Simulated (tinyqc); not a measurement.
# Frequency dispersion of an accumulation capacitance by border traps, distributed model, step by step

Program tinyqc, `OMP_NUM_THREADS=1 python tinyqc.py 2202025 2202026 out.jsonl`; Intel Xeon 2.30GHz, shared host, one thread, about 0.5 s. Printed values are rounded.

Traps spread evenly through the insulator exchange electrons with the semiconductor by tunnelling, with tau(x) = t0 exp(2 ka x) at depth x from the interface. The admittance per area Y seen at depth x obeys dY/dx = -Y^2/(i w eps0 eox) + q Nb ln(1 + i w tau)/tau, with Y(0) = i w Cs and w = 2 pi f; the gate sees Y(tox) = G + i w C. Working variable y = Y/(i w), in uF/cm^2. Cox = eps0 eox/tox.

Values chosen for this exercise; permittivity close to that of hafnium oxide: relative permittivity of the insulator eox = 19.1; insulator thickness tox = 6.7 nm; semiconductor capacitance in accumulation Cs = 1.4 uF/cm^2; density of border traps Nb = 3.5e19 cm^-3 eV^-1; decay constant of the wave function in the insulator ka = 6.3 1/nm; time constant of a trap at the interface t0 = 2e-10 s; frequency f = 10000 Hz; depth down to which the steps are taken xe = 1.3 nm.

Constants: q = 1.602176634e-19 C, eps0 = 8.8541878128e-14 F/cm where lengths are in cm. Results are converted to the units shown.

## Scales and lumped estimate

Cox; trap-free value 1/(1/Cox + 1/Cs); response depth d = ln(1/(w t0))/(2 ka), where w tau = 1; lumped estimate: all traps within d act as C_bt = q Nb d placed at d/2, so C = 1/{1/[1/(1/Cs + d/(2 eps0 eox)) + C_bt] + (tox - d/2)/(eps0 eox)}.

Cox = 2.52410 uF/cm^2
trap-free C = 0.900523 uF/cm^2
d = 0.895594 nm
C_bt = 0.502215 uF/cm^2
lumped C = 1.09937 uF/cm^2

The traps within reach amount to 0.359 Cs and lie in the first 13.4 % of the insulator.

## Midpoint steps through the active depth

In terms of y: dy/dx = -y^2/(eps0 eox) + s(x), s = q Nb ln(1 + z)/z, z = i w tau. 10 midpoint steps of h = xe/10: y_half = y + (h/2) y'(x, y), y(new) = y + h y'(x + h/2, y_half).

```
point  x (nm)    s (uF/(cm^2 nm))       y (uF/cm^2)
0           0  0.560762-0.000004i  1.40000+0.00000i
1        0.13  0.560762-0.000018i  1.45720+0.00000i
2        0.26  0.560762-0.000093i  1.51314-0.00001i
3        0.39  0.560761-0.000480i  1.56779-0.00003i
4        0.52  0.560747-0.002469i  1.62114-0.00017i
5        0.65  0.560379-0.012688i  1.67316-0.00089i
6        0.78  0.550928-0.063631i  1.72362-0.00457i
7        0.91  0.409528-0.208362i  1.76719-0.02133i
8        1.04  0.128180-0.166576i  1.77546-0.04890i
9        1.17  0.027197-0.061098i  1.75917-0.06105i
10        1.3  0.005373-0.017499i  1.73726-0.06366i
```

## Capacitance and conductance at the gate

y at xe = 1.73726-0.06366i uF/cm^2

Beyond xe the traps are ignored, so 1/y(tox) = 1/y(xe) + (tox - xe)/(eps0 eox); C = Re y, G/w = -Im y, loss tangent G/(w C).

y at the gate = 1.11775-0.02633i uF/cm^2
C = 1.11775 uF/cm^2
G/w = 0.0263313 uF/cm^2
loss tangent = 0.0235574

A fine integration over the whole insulator gives C = 1.1181 and G/w = 0.02703 uF/cm^2; the coarse G/w is 2.6 % below that. The fine C is 24 % above the trap-free value, and the lumped estimate is 1.7 % below the fine result.
